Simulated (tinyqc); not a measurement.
# Changing the NH4F added

Model: speciation in dilute and buffered hydrofluoric acid, oxide etch rate and bath loading. Computed by tinyqc, a small Python program. Command: `OMP_NUM_THREADS=1 python tinyqc.py 3121309 3121310 out.jsonl hfetch sweep`. One thread of a shared host (Intel(R) Xeon(R) Processor @ 2.30GHz), about 0.01 s of CPU time with the checks.

Concentrations stand for activities, NH4+ and Cl- are spectators, and water ionisation is neglected. H, F and HF2 denote the ions H+, F- and HF2-. The base temperature is 298 K.

Inputs (values chosen for the exercise, of the order of those for thermal oxide at room temperature):
```
quantity                            value            unit
HF added                            0.032           mol/L
HCl added                               0           mol/L
K1 = [H][F]/[HF]                 0.000627           mol/L
K2 = [HF2]/([HF][F])                 3.49           L/mol
K3 = [H2F2]/[HF]^2                      0           L/mol
rate constant of neutral HF k_a        14  nm L/(min mol)
rate constant of HF2 k_b               63  nm L/(min mol)
activation energy                    0.44              eV
temperature error                       2               K
oxide removed per wafer                22              nm
```

Constants: k_B = 8.617333262e-05 eV/K.

Method:
- Fluoride balance: [HF] + [F] + 2 [HF2] + 2 [H2F2] = HF added + NH4F added. Acid balance: [H] + [HF] + [HF2] + 2 [H2F2] = HF added + HCl added. For a trial [H], [HF] = [H][F]/K1, and the fluoride balance is a quadratic in [F].
- The root is refined to 1e-13 in pH = -log10 [H].
- Rate = k_a ([HF] + 2 [H2F2]) + k_b [HF2], an empirical two-term form.
- Time = oxide/rate; a temperature error changes the rate by exp((E_a/k_B)(1/298 - 1/(298 + error))) - 1.

One run for each value:
```
NH4F added (mol/L)  etch rate (nm/min)     pH  [HF2] (mol/L)  [HF] (mol/L)
0.0011                           0.415  2.415        0.00044       0.02771
0.0022                           0.425  2.465        0.00050       0.02807
0.0044                           0.441  2.560        0.00065       0.02860
0.0091                           0.472  2.735        0.00101       0.02915
0.0180                           0.520  2.976        0.00176       0.02918
0.0380                           0.609  3.299        0.00343       0.02806
0.0770                           0.754  3.647        0.00630       0.02547
0.1600                           0.982  4.054        0.01093       0.02099
0.3200                           1.253  4.494        0.01645       0.01552
```

What does the table show?

Over the rows, etch rate (nm/min) rises from 0.415 to 1.25 (exponent d ln y / d ln x 0.031 between the first rows and 0.35 between the last); pH rises from 2.41 to 4.49; [HF2] (mol/L) rises from 4.37e-4 to 0.0164 (exponent d ln y / d ln x 0.20 between the first rows and 0.59 between the last).
